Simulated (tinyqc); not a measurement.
Doping from the body effect.

Question. The threshold of a long MOSFET, counted against the source, shifts by gamma (sqrt(2 phiF + Vsb) - sqrt(2 phiF)) with gamma = sqrt(2 eps0 eps_r q N)/Cox. Find 2 phiF, gamma and N from two shifts.

Parameters, values chosen for the exercise: relative permittivity eps_r = 11.7.

Constants: q = 1.602176634e-19 C, eps0 = 8.8541878128e-14 F/cm where lengths are in cm. Results are converted to the units shown.

|VT - VT(0)| at source-body biases 0.8 and 3 V (V): [0.26017898, 0.72725883]
Cox = 0.23020888 uF/cm^2

Solution. The ratio of the shifts depends on 2 phiF alone and rises steadily with it, so it fixes 2 phiF; either shift then gives gamma, and gamma gives N.

2 phiF = 0.689 V
gamma = 0.667 V^0.5
N = 7.10e16 cm^-3

Computed by the program tinyqc: `OMP_NUM_THREADS=1 python tinyqc.py 2060070 2060071 out.jsonl`, one thread of a shared Intel Xeon 2.30GHz, about 0.01 s for the whole run.
